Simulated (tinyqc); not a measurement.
Raising U: Hubbard chain of 4 sites, mean field against exact. Computed by the program tinyqc. 

one-body matrix (hopping and site energies) (eV):
```
,1,2,3,4
1,0.4500,-1.3400,0.0000,0.0000
2,-1.3400,0.2100,-1.3400,0.0000
3,0.0000,-1.3400,-0.1600,-1.3400
4,0.0000,0.0000,-1.3400,0.0000
```

electrons, up and down: 2  2

Collinear unrestricted mean field (the lowest of 40 random starts) against exact diagonalisation.

Exact and mean-field results (eV):
```
U,U/t,E exact,E mean field,mean |n_up - n_down|,"double occupancy, exact",first gap in the sector
0.6700,0.5000,-4.881089,-4.847096,0.0000,0.2258,1.4502
1.3400,1.0000,-4.310297,-4.174426,0.0000,0.2003,1.2980
2.6800,2.0000,-3.365743,-2.861944,0.3851,0.1532,1.0517
4.0200,3.0000,-2.652619,-1.976134,0.6937,0.1145,0.8648
5.3600,4.0000,-2.121394,-1.425986,0.8188,0.0853,0.7231
8.0400,6.0000,-1.420430,-0.815896,0.9175,0.0495,0.5326
10.7200,8.0000,-0.997772,-0.494973,0.9533,0.0312,0.4162
16.0800,12.0000,-0.529452,-0.167061,0.9792,0.0152,0.2864
26.8000,20.0000,-0.128004,0.098631,0.9925,0.0057,0.1748
```

In absolute terms mean field is worst at U/t = 4.0, 0.695 eV too high: at small U it is nearly exact, and at large U it misses only exchange-scale energies. Its local moments set in at U/t = 2.0 of those listed, a broken symmetry that the exact state of a finite cluster with equal spins does not have. Relative to the exact energy its error is 0.7 % at the smallest U, 177 % at most and 177 % at the largest. The double occupancy falls from 0.226 to 0.006.
